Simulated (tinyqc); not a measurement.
From results back to parameters: Shockley-Read-Hall recombination through one deep level. Five cases, with inputs chosen for the exercise.

Problem. Deep-level transient spectroscopy: the emission rate is en = gam sigma T^2 exp(-dE/kB T), dE = Ec - Et. Two rates were computed from hidden dE and sigma.

Constants: kB = 8.617333262e-05 eV/K.

Find: ln(en/T^2) at T1 and T2; dE; sigma.

Method. ln(en/T^2) against 1/T is a line of slope -dE/kB and intercept ln(gam sigma); plotting ln en alone would overstate dE by about 2 kB T.

Case 1.

Values chosen (out of a larger set: gap and densities of states near those of Si at this temperature; not measured data): gam = 5.3e+21 1/(cm^2 s K^2) (vth Nc/T^2, which does not depend on T); T1 = 204 K; T2 = 235 K.

en(T1) = 9.10973 1/s
en(T2) = 286.846 1/s

Solution.

ln(en/T^2) at T1 and T2: -8.4269  -5.2602

dE = 0.422 eV
sigma = 1.1e-15 cm^2

Case 2.

Values chosen (out of a larger set: gap and densities of states near those of SiC at this temperature; not measured data): gam = 2.9e+21 1/(cm^2 s K^2) (vth Nc/T^2, which does not depend on T); T1 = 272 K; T2 = 320 K.

en(T1) = 46.8585 1/s
en(T2) = 2380.62 1/s

Solution.

ln(en/T^2) at T1 and T2: -7.3645  -3.7615

dE = 0.563 eV
sigma = 5.9e-15 cm^2

Case 3.

Values chosen (out of a larger set: gap and densities of states near those of Si at this temperature; not measured data): gam = 3.7e+21 1/(cm^2 s K^2) (vth Nc/T^2, which does not depend on T); T1 = 275 K; T2 = 304 K.

en(T1) = 25.0705 1/s
en(T2) = 301.473 1/s

Solution.

ln(en/T^2) at T1 and T2: -8.0119  -5.7254

dE = 0.568 eV
sigma = 2.3e-15 cm^2

Case 4.

Values chosen (out of a larger set: gap and densities of states near those of Si at this temperature; not measured data): gam = 4.6e+21 1/(cm^2 s K^2) (vth Nc/T^2, which does not depend on T); T1 = 247 K; T2 = 290 K.

en(T1) = 13.6669 1/s
en(T2) = 662.309 1/s

Solution.

ln(en/T^2) at T1 and T2: -8.4038  -4.8440

dE = 0.511 eV
sigma = 1.3e-15 cm^2

Case 5.

Values chosen (out of a larger set: gap and densities of states near those of SiC at this temperature; not measured data): gam = 2.5e+21 1/(cm^2 s K^2) (vth Nc/T^2, which does not depend on T); T1 = 417 K; T2 = 465 K.

en(T1) = 8.80094 1/s
en(T2) = 130.186 1/s

Solution.

ln(en/T^2) at T1 and T2: -9.8913  -7.4151

dE = 0.862 eV
sigma = 5.3e-16 cm^2

Computed by tinyqc, one run a case: `OMP_NUM_THREADS=1 python tinyqc.py N N+1 out.jsonl` with N = 1682248, 1682261, 1682274, 1682306, 1682318; one thread of a shared Intel(R) Xeon(R) Processor @ 2.30GHz, about 0.01 s a run at most.
